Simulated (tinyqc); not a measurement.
Length of a polyene: Hueckel, PPP and singles CI along the polyenes. Computed by the program tinyqc. Hueckel uses the same beta without repulsion; CIS keeps all single excitations and so misses the low, doubly excited 2Ag state. W is the valence ionisation energy of a centre, MN the Mataga-Nishimoto formula, f the oscillator strength.

All-trans chains of carbon centres 1.40 angstrom apart:
```
parameter                               value
beta (eV), times 1 +/- alternation  -2.370000
alternation                          0.100000
W (eV)                              11.160000
gamma_rr (eV)                       11.390000
repulsion formula                        Ohno
```

Gaps and excitations (eV):
```
centres  Hueckel gap  PPP orbital gap  bright singlet (CIS)       f  lowest triplet (CIS)
2             5.2140          12.8477                7.0921  0.6081                3.3359
4             3.5004          10.3761                5.6049  1.0952                2.4565
6             2.7171           9.1448                4.7507  1.5086                2.0431
10            1.9934           7.9681                3.8567  2.2137                1.6953
12            1.7995           7.6562                3.6055  2.5324                1.6145
14            1.6586           7.4345                3.4231  2.8402                1.5606
```

Estimate the missing row, centres = 8.

Computed row:
```
centres  Hueckel gap  PPP orbital gap  bright singlet (CIS)       f  lowest triplet (CIS)
8             2.2751           8.4270                4.2151  1.8763                1.8238
```

The Hueckel gap tends to 4 x alternation x |beta| = 0.95 eV for long chains. Exchange opens the PPP orbital gap, and the attraction of electron and hole brings the bright state 4.01 eV below it at 14 centres; the triplet lies 1.86 eV lower still.
